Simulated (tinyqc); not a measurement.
Surface segregation during layer-by-layer epitaxy: two-layer exchange kinetics and the shape of quantum wells and delta layers: one step, computed by the program tinyqc. Command: `OMP_NUM_THREADS=1 python tinyqc.py 3025245 3025246 out.jsonl mbeseg walk`. One thread of a shared host (Intel(R) Xeon(R) Processor @ 2.30GHz), about 0.01 s of CPU time with the checks.

Atoms A and B exchange only between the growing layer and the one below it. B is supplied for N layers, then pure A follows.

Question. The second layer. Each layer is deposited complete with B share x_dep and then exchanges for the time tau = 1/G with the layer below, whose share is b (total c = s + b fixed): ds/dt = p1 b (1 - s) - p2 s (1 - b), s(0) = x_dep. With the roots s1 < s2 of the right side, (s - s1)/(s - s2) = [(s(0) - s1)/(s(0) - s2)] exp(-(p1 - p2)(s2 - s1) tau). The lower layer is then buried with c - s, and s becomes the b of the next layer. Layer 1 is deposited on pure A with share x0; with nothing to lift from below, take b = 0 and s(0) = x0 for it. Then layer 2 has x_dep = x0.

Inputs (values chosen for the exercise, close to those used for gallium in AlAs):

| quantity | value | unit |
|---|---|---|
| growth rate G | 0.24 | layers/s |
| share x0 of B in the flux during the well | 0.44 | - |
| layers in the well N | 4 | - |
| temperature T | 580 | C |

p1 = 8.895927 1/s

p2 = 2.545209 1/s

Give: share in layer 1 after its exchange; root s1 for layer 2; root s2 for layer 2; share in layer 2 after its exchange; share buried in layer 1.

Answer.

share in layer 1 after its exchange = 0.3209

root s1 for layer 2 = 0.5225

root s2 for layer 2 = 2.040

share in layer 2 after its exchange = 0.5225

share buried in layer 1 = 0.2384
